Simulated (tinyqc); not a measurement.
Solubility, supersaturation, precipitation and gettering of an impurity in a silicon-like host: one step, computed by the program tinyqc.

The wafer was saturated at T1 and is then held at T.

Task: Solubility, diffusivity, supersaturation. C_eq(T) = N0 exp(S/k_B - H/(k_B T)); D(T) = D0 exp(-Q/(k_B T)); C0 = C_eq(T1). Supersaturation s = C0/C_eq(T); critical radius r* = 2 gamma/(C_p k_B T ln s); barrier W* = (4 pi/3) gamma r*^2. Strain energy is left out.

Inputs (values chosen for the exercise, modelled on copper in silicon):

| quantity | value | unit |
|---|---|---|
| site density N0 | 5e+22 | 1/cm^3 |
| enthalpy of solution H | 1.47 | eV |
| entropy of solution S | 2.5 | k_B |
| diffusion prefactor D0 | 0.0051 | cm^2/s |
| migration energy Q | 0.423 | eV |
| temperature of saturation T1 | 1300 | K |
| anneal temperature T | 807 | K |
| impurity density in the precipitate C_p | 3.6e+22 | 1/cm^3 |
| interface energy gamma | 0.5 | J/m^2 |

Constants: k_B = 8.617333262e-05 eV/K; k_B = 1.380649e-23 J/K.

Give: C0; C_eq(T); D(T); supersaturation s; critical radius r*; W*/(k_B T).

Result:

C0 = 1.2187e+18 1/cm^3

C_eq(T) = 4.0220e+14 1/cm^3

D(T) = 1.1639e-05 cm^2/s

supersaturation s = 3030.0

critical radius r* = 0.31100 nm

W*/(k_B T) = 18.182

Caution: the barrier to homogeneous nucleation is below 35 k_B T for these inputs, so new precipitates would form and outnumber the fixed sinks assumed here. Caution: a critical radius of atomic size is outside the capillary model.
